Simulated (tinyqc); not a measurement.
# A and C from the efficiency peak

Question. ABC model of an LED: J = q da (A n + Ba n^2 + Ca n^3), IQE = Ba n^2/(A n + Ba n^2 + Ca n^3), differential lifetime 1/(A + 2 Ba n + 3 Ca n^2). The peak lies at n = sqrt(A/Ca). Given Ba, find n at the peak, A and Ca.

Inputs (values chosen for the exercise): radiative coefficient of the active layer Ba = 3.7e-11 cm^3/s; thickness of the active layer da = 10 nm.

Constants: q = 1.602176634e-19 C. Results are converted to the units shown.

peak IQE = 98.264961 %
J at the peak = 0.68412330 A/cm^2

Answer. IQE J = q da Ba n^2 gives n. At the peak A n = Ca n^3, each being half of the non-radiative rate Ba n^2 (1/IQE - 1).

n at the peak = 3.37e17 cm^-3
A = 1.10e5 1/s
Ca = 9.70e-31 cm^6/s

Program tinyqc, `OMP_NUM_THREADS=1 python tinyqc.py 2300143 2300144 out.jsonl`; Intel Xeon 2.30GHz, shared host, one thread, about 0.01 s.
